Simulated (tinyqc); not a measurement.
# Conversion gain and read noise from the photon-transfer curve

Question. Temporal variance = CG x mean output + vn^2 (dark signal removed), CG = q As/Cf. Find CG, vn, the read noise in electrons and Cf.

Values chosen for this exercise:
```
symbol  value  unit               meaning
As       0.87        source-follower gain
```

Constants: q = 1.602176634e-19 C. Results are converted to the units shown.

temporal variance at mean outputs of 78 and 470 mV (mV^2): 3.785193324  22.62679054

Solution. Poisson statistics make the slope equal to CG; the intercept is vn^2.

CG = 48.1 uV/electron
vn = 190 uV
read noise = 3.95 electrons
Cf = 2.90 fF

Computed by the program tinyqc: `OMP_NUM_THREADS=1 python tinyqc.py 2630028 2630029 out.jsonl`, one thread of a shared Intel Xeon 2.30GHz, about 0.01 s for the whole run.
